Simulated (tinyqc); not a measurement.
Read current of a NAND string, cells in series solved by shooting: read current against the number of cells.

Cells in series, numbered from 0 at the source line (0 V) to the bit line, each followed by a gap resistance Rg. A cell with gate Vg, threshold VT, source Vs and drain Vd passes I = 2 nf K Vt^2 [F(Vs) - F(Vd)]/(1 + th max(Vg - VT, 0)), F(V) = ln^2(1 + exp((Vg - VT - nf V)/(2 nf Vt))). The selected cell has Vg = Vr, the others Vg = Vp.

For a trial current I start at 0 V and, cell by cell, solve for the drain: sqrt(F(Vd)) = sqrt(F(Vs) - I/k), k = 2 nf K Vt^2/(1 + th max(Vg - VT, 0)), Vd = [Vg - VT - 2 nf Vt ln(exp(sqrt F) - 1)]/nf, then add I Rg. The string current is the I for which the last node reaches Vbl. The apparent threshold is the Vr at which I = Is. Background: all other cells erased (VT = Ve) or all in the highest state (VT = Vh); ratio and shift are high over erased and high minus erased. The selected cell is in the middle, cell n/2.

Values chosen for this exercise; values of the order met in vertical NAND strings:
- T = 300 K (temperature)
- K = 17 uA/V^2 (gain factor of a cell)
- nf = 1.8 (slope factor)
- th = 0.18 1/V (mobility reduction factor)
- Rg = 1.4 kohm (resistance of the gap between cells)
- Vbl = 0.5 V (bit-line voltage)
- Vp = 6.7 V (pass voltage)
- Ve = -1.1 V (threshold of an erased cell)
- Vh = 4 V (threshold of the highest state)
- Vx = 1.9 V (threshold of the selected cell)
- Is = 20 nA (sensing current)
- Vr = 3.82 V (read voltage on the selected word line)

Constants: q = 1.602176634e-19 C, kB = 1.380649e-23 J/K, Vt = kB T/q. Results are converted to the units shown.

Results:
```
n,"I, others erased (uA)","I, others high (uA)",ratio,"apparent VT, erased (V)","apparent VT, high (V)",background shift (mV)
8,2.492,1.484,0.5953,1.904,1.906,2.079
16,1.369,0.7590,0.5542,1.907,1.911,4.166
64,0.3689,0.1929,0.5230,1.924,1.941,16.85
96,0.2480,0.1289,0.5196,1.935,1.961,25.46
128,0.1868,0.09674,0.5178,1.947,1.981,34.20
192,0.1251,0.06455,0.5161,1.970,2.022,52.08
```

Estimate the missing row, n = 32.

Computed row:
```
n,"I, others erased (uA)","I, others high (uA)",ratio,"apparent VT, erased (V)","apparent VT, high (V)",background shift (mV)
32,0.7194,0.3838,0.5334,1.913,1.921,8.362
```

With this row back in the table: With erased neighbours the current falls from 2.49 to 0.125 uA, as n^(-0.86) between the first two rows and n^(-0.99) between the last two (-1 once the series resistance rules). The ratio falls from 0.595 to 0.516 and the background shift rises from 2.08 to 52.1 mV.

Program tinyqc, `OMP_NUM_THREADS=1 python tinyqc.py 2142286 2142287 out.jsonl`; Intel Xeon 2.30GHz, shared host, one thread, about 0.7 s.
